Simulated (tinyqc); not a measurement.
Worked calculation: band-to-band tunnelling and avalanche in a reverse-biased abrupt junction. Computed by tinyqc, a small Python program that keeps every step. Command: `OMP_NUM_THREADS=1 python tinyqc.py 3010147 3010148 out.jsonl zener walk`. One thread of a shared host (Intel(R) Xeon(R) Processor @ 2.30GHz), about 0.01 s of CPU time with the checks. Intermediate numbers are printed to about 5 digits and carried at full precision; extremes and crossings named in words are read from the listed rows.

Direct Kane tunnelling in the local field (for indirect gaps the mass is an effective fit) and one ionisation coefficient for both carriers. N is the doping of the light side, or N_A N_D/(N_A + N_D) for the symmetric junction; the built-in voltage is taken as E_g/e.

Inputs (values chosen for the exercise, modelled on In0.53Ga0.47As):

| quantity | value | unit |
|---|---|---|
| band gap at 300 K, E_g | 0.74 | eV |
| gap narrowing with temperature, -dE_g/dT | 0.34 | meV/K |
| reduced tunnelling mass m_r | 0.025 | m_0 |
| permittivity eps | 13.9 | - |
| ionisation prefactor a | 5.1e+06 | 1/cm |
| ionisation field at 300 K, b | 1.63e+06 | V/cm |
| relative rise of b with temperature | 3.7 | 1e-4/K |
| effective doping N | 1.9e+17 | 1/cm^3 |
| reverse bias V_R | 0.6 | V |
| current density that defines tunnel breakdown, J_0 | 0.1 | A/cm^2 |
| temperature T | 300 | K |

Junction: symmetric.

Constants: eps_0 = 8.8541878128e-12 F/m; e = 1.602176634e-19 C; m_0 = 9.1093837015e-31 kg; hbar = 1.054571817e-34 J s.

## Junction at the given bias

E_g(T) = E_g - (T - 300 K)(-dE_g/dT); b(T) = b [1 + (rise)(T - 300 K)]; w = sqrt(2 eps eps_0 (V_R + E_g/e)/(e N)); F_m = 2 (V_R + E_g/e)/w; the field falls linearly from F_m to 0 on both sides.

E_g(T) = 0.74 eV

depletion width w = 104.09 nm

peak field F_m = 0.25746 MV/cm

shortest tunnelling distance E_g/(e F_m) = 28.742 nm

## Kane coefficients and peak generation rate

Kane: G(F) = A F^2 exp(-B/F), A = e^2 sqrt(m_r)/(18 pi hbar^2 sqrt(E_g)), B = pi sqrt(m_r) E_g^(3/2)/(2 e hbar), SI units; J = e int G dx x V_R/(V_R + E_g/e), the last factor making J vanish at zero bias; int G dx = (w/F_m) int_0^F_m G dF by 64 Gauss-Legendre points.

A = 1.7889e+20 1/(cm s V^2)

B = 5.7274 MV/cm

B/F_m = 22.246

G(F_m) = 2.5876e+21 1/(cm^3 s)

Caution: V_R is below E_g/e, so the field drops by more than a quarter along the tunnelling path and the local Kane formula overestimates the current.

## Tunnel current and multiplication

Avalanche: I = (w/F_m) int_0^F_m a exp(-b/F) dF by 64 Gauss-Legendre points, M = 1/(1 - I), breakdown at I = 1.

tunnel current density = 7.4028e-05 A/cm^2

ionisation integral I = 0.011629

The estimate e G(F_m) w (F_m/B) V_R/(V_R + E_g/e), which keeps only the region near the peak, gives 8.69e-5 A/cm^2.

## Which breakdown comes first?

V_Z solves J = J_0 and V_A solves I = 1; the lower one is the breakdown voltage; temperature coefficients by a central difference of +/- 10 K.

tunnel breakdown V_Z = 1.6672 V

avalanche breakdown V_A = 4.8008 V

breakdown voltage = 1.6672 V

dV_Z/dT = -2.4705 mV/K

dV_A/dT = 3.5857 mV/K

Tunnelling comes first, at 2.3 E_g/e. V_Z falls on heating because the gap shrinks, and V_A rises because carriers lose more energy to phonons.

## Against the doping

The formulas are those given above.

Breakdown:

| N (1/cm^3) | V_Z (V) | V_A (V) | F_m at breakdown (MV/cm) | first |
|---|---|---|---|---|
| 3.80e+15 | 8.1094e+01 | 76.105 | 0.27573 | avalanche |
| 9.50e+15 | 3.4675e+01 | 38.722 | 0.29597 | tunnelling |
| 2.30e+16 | 1.5104e+01 | 20.531 | 0.30803 | tunnelling |
| 5.70e+16 | 6.2433e+00 | 10.891 | 0.32193 | tunnelling |
| 1.10e+17 | 3.1450e+00 | 6.946 | 0.33356 | tunnelling |
| 1.90e+17 | 1.6672e+00 | 4.801 | 0.34508 | tunnelling |
| 3.80e+17 | 6.0696e-01 | 3.015 | 0.36505 | tunnelling |
| 9.50e+17 | 3.2912e-02 | 1.627 | 0.43724 | tunnelling |

The mechanism changes between 3.80e15 and 9.50e15 per cm^3. Across the table V_Z + E_g/e scales as N^-0.84 and V_A as N^-0.70: tunnelling needs a nearly fixed field, while avalanche in a thinner layer needs a higher one. Rows with V_Z below E_g/e understate it, since the local Kane formula overestimates the current there. Rows with V_A below about 5 E_g/e understate it, since the local law ignores the distance a carrier needs to reach the ionisation energy.

Checks made by the program: field integral against adaptive quadrature in x (relative difference 1e-10).
